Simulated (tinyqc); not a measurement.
Inside a calculation: Lorentz oscillators and the Kramers-Kronig relations. Values are carried at full precision from step to step, so a last printed digit may differ when a step is redone from the rounded ones.

eps(E) = 1 + sum_j S_j/(E0_j^2 - E^2 - i G_j E).

Constants: hbar c = 1973.269805 eV angstrom; hbar^2/2m0 = 3.80998211 eV angstrom^2; e^2/(4 pi eps0) = 14.39964547 eV angstrom.

Parameters, chosen for this exercise:
```
symbol  value         unit  meaning
E0      (7.17, 8.68)  eV    resonances
G       (0.81, 2.03)  eV    widths
S       (69.5, 68)    eV^2  strengths
E       10.99         eV    photon energy
h       0.4           eV    grid step
M       40                  grid points E_j = j h
i       3                   grid index at which eps1 is wanted
```

## Dielectric function at one energy

Evaluate each oscillator and the sum.

terms: -0.9856+0.1265i  -1.2059+0.5921i

eps(E) = -1.1915+0.7185i
eps(0) = 3.2545

## Optical constants

n + i k = sqrt(eps1 + i eps2) with k >= 0; R = ((n - 1)^2 + k^2)/((n + 1)^2 + k^2) at normal incidence from vacuum; alpha = 2 E k/(hbar c), times 1e8 for 1/cm; loss function Im(-1/eps) = eps2/(eps1^2 + eps2^2).

Convert eps at the photon energy E into the optical constants.

n = 0.3161
k = 1.1364
R = 0.5818
alpha = 1.27e+06 1/cm
loss function = 0.3712
vacuum wavelength hc/E (hc = 1239.841984 eV nm) = 112.8 nm

The intensity falls to 1/e within 7.9 nm. eps1 is negative, so k exceeds n, as in a metal below its plasma energy; R is 0.58.

## Absorptive part on the grid

Tabulate eps2 at E_j = j h.

eps2(E_j), j = 1 .. M: 0.0183  0.0372  0.0573  0.0793  0.1041  0.1328  0.1670  0.2091  0.2623  0.3320  0.4272  0.5637  0.7723  1.1207  1.7822  3.3021  7.6141  13.1498  7.3862  5.0603  4.8418  4.4349  3.3644  2.3139  1.5852  1.1207  0.8223  0.6241  0.4875  0.3901  0.3184  0.2642  0.2224  0.1896  0.1632  0.1419  0.1243  0.1097  0.0974  0.0870

## eps1 at one grid point

Kramers-Kronig: eps1(E) = 1 + (2/pi) P integral_0^infinity E1 eps2(E1)/(E1^2 - E^2) dE1. Maclaurin rule on the grid E_j = j h, j = 1 .. M: eps1(E_i) = 1 + (4 h/pi) sum over j with j - i odd of E_j eps2(E_j)/(E_j^2 - E_i^2); nothing is added above E_M.

List the terms E_j eps2_j/(E_j^2 - E_i^2) for j - i odd, add them and form eps1.

terms in order of j (1/eV): -0.0372  0.1133  0.0738  0.0760  0.0912  0.1253  0.2098  0.5348  1.8785  0.6471  0.5135  0.2449  0.1092  0.0564  0.0328  0.0208  0.0140  0.0099  0.0073  0.0055

sum = 4.727 1/eV
eps1(E_i) = 3.407

The oscillator formula gives 3.309 at E_i = 1.2 eV. The rule samples every 2h = 0.8 eV against a narrowest width of 0.81 eV and stops at 16 eV; coarse sampling and the missing tail make the difference.

## The f-sum on the grid

W(E_M) = (2/pi) h sum_j E_j eps2_j, with half weight on the last point; the full integral equals sum S_j = (hbar omega_p)^2, and the electron density follows from (hbar omega_p)^2 = 8 pi c (e^2/(4 pi eps0)) N with c = hbar^2/2m0.

W(E_M) = 128.19 eV^2
sum S = 137.50 eV^2
share reached on this grid (a step near the line widths can inflate it) = 0.932
hbar omega_p = 11.726 eV
N = 9.97e+22 1/cm^3

## Checks

- The value of eps1 at 11.003 eV from a fine, long grid (with the tail of eps2 ~ 1/E^3 added) against the oscillator formula: both -1.18.

(tinyqc, `OMP_NUM_THREADS=1 python tinyqc.py 1682090 1682091 out.jsonl`, Intel(R) Xeon(R) Processor @ 2.30GHz, 1 thread, shared host, about 0.2 s.)
